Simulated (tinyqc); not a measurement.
Bandgap voltage reference from two bipolar transistors: two steps of the calculation.

Two transistors of area 1 and N carry the same current I. Is(T) = Is (T/T0)^eta exp[(Vg0 q/kB)(1/T0 - 1/T)], VBE1 = Vt ln(I/Is(T)) + I rb, VBE2 = Vt ln(I/(N Is(T))) + I rb/N. The amplifier forces I R1(T) = VBE1 - VBE2 + Vos, with R(T) = R (1 + tc (T - T0)) for both resistors, and the output is Vref = VBE1 + I R2(T). Base currents and the Early effect are neglected.

Inputs (values chosen for the exercise); values of the order met in silicon bipolar transistors:

| symbol | value | unit | meaning |
|---|---|---|---|
| T0 | 300 | K | reference temperature |
| Vg0 | 1.209 | V | band-gap voltage extrapolated to 0 K |
| eta | 3.4 |  | temperature exponent of the saturation current |
| Is | 2.8e-17 | A | saturation current of the unit transistor at T0 |
| N | 8 |  | area ratio of the second transistor |
| R1 | 4 | kohm | resistor across which the difference of VBE falls, at T0 |
| tc | 0 | ppm/K | temperature coefficient of both resistors |
| Vos | 0 | mV | offset of the amplifier |
| rb | 0 | ohm | series resistance of the unit transistor |
| R2 | 44.12 | kohm | output resistor at T0 |
| T | 233 | K | temperature |

Constants: q = 1.602176634e-19 C, kB = 1.380649e-23 J/K. Results are converted to the units shown.

Task 1. Operating point at another temperature. Vt = kB T/q; I = (Vt ln N + Vos)/(R1(T) - rb (1 - 1/N)).

Find: Vt; I; Is(T); VBE1; I R2; Vref.

Result 1.

Vt = 0.02008 V
I = 10.44 uA
Is(T) = 1.713e-23 A
VBE1 = 0.8222 V
I R2 = 0.4605 V
Vref = 1.283 V

From T0 to T, VBE1 changes by 127 mV and I R2 by -132 mV, which leaves -5.53 mV in Vref.

Task 2. Resistor for zero slope at T0, ideal case. With tc = 0, Vos = 0 and rb = 0 the current is proportional to T, dVBE/dT = (VBE - Vg0 - (eta - 1) Vt)/T, and Vref has zero slope at T0 when Vref = Vg0 + (eta - 1) Vt0. Find VBE1, its slope, that Vref, R2/R1 and the curvature d2Vref/dT2 = -(eta - 1) kB/(q T0).

Wanted: VBE1; dVBE/dT; Vref; R2/R1; curvature.

Result 2.

VBE1 = 0.6953 V
dVBE/dT = -1.919 mV/K
Vref = 1.271 V
R2/R1 = 10.71
curvature = -0.6894 uV/K^2

tinyqc, about 0.02 s, one thread, Intel Xeon 2.30GHz (shared host): `OMP_NUM_THREADS=1 python tinyqc.py 2062080 2062081 out.jsonl`
